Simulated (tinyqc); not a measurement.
## Diffusion length from constant photovoltage

Inverse problem. In a thick sample with a thin depletion layer the excess density at its edge goes as flux/(1/alpha + L), so the flux needed for a fixed surface photovoltage is proportional to 1/alpha + L. Find L.

photon flux for the same photovoltage at absorption coefficients 72 and 960 1/cm (relative units): 155.88889  27.416667

Answer. The line of flux against 1/alpha meets zero at -L.

slope against 1/alpha = 1.000 1/um
L = 17.00 um

Program tinyqc, `OMP_NUM_THREADS=1 python tinyqc.py 2430149 2430150 out.jsonl`; Intel Xeon 2.30GHz, shared host, one thread, about 0.01 s.
